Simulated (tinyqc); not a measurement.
# Worked calculation: ellipsometry and reflectance of a transparent film on an absorbing substrate

Numbers from tinyqc (`OMP_NUM_THREADS=1 python tinyqc.py 2870191 2870192 out.jsonl`; about 0.01 s on one thread of a shared Intel Xeon 2.30GHz). Printed values are rounded.

Air (index 1), film, substrate with N2 = n2 - i k2; time factor exp(+i w t). q_j = sqrt(N_j^2 - sin^2 th), root with positive real part. Fresnel coefficients r_s = (q_a - q_b)/(q_a + q_b), r_p = (N_b^2 q_a - N_a^2 q_b)/(N_b^2 q_a + N_a^2 q_b). tan(Psi) exp(i Delta) = R_p/R_s, Delta taken from 0 to 360 degrees.

Values chosen for this exercise; indices close to those of silicon dioxide on silicon:
- lam = 800 nm (wavelength)
- th = 70 degrees (angle of incidence)
- n1 = 1.458 (index of the transparent film)
- d = 8.2 nm (film thickness)
- n2 = 3.692 (index of the substrate)
- k2 = 0.0065 (extinction coefficient of the substrate)

## Interface coefficients and thickness period

q0, q1, q2 and the coefficients r01 and r12 for p and s; the results repeat in d with the period lam/(2 q1).

q0 = 0.342020
q1 = 1.11478
q2 = 3.57041-0.00672i
r01,p = -0.210512
r01,s = -0.530451
r12,p = 0.333795-0.000728i
r12,s = -0.524126+0.000683i
period = 358.814 nm

## Psi, Delta and reflectances

beta = 2 pi d q1/lam, X = exp(-2 i beta), R = (r01 + r12 X)/(1 + r01 r12 X) for p and s.

beta = 0.0717950 rad
X = 0.989709-0.143097i
R_p = 0.128103-0.053514i
R_s = -0.823793+0.033415i
Psi = 9.55829 degrees
Delta = 159.651 degrees
|R_p|^2 = 0.0192742
|R_s|^2 = 0.679752

The bare substrate gives Psi = 9.129 and Delta = 179.67 degrees.
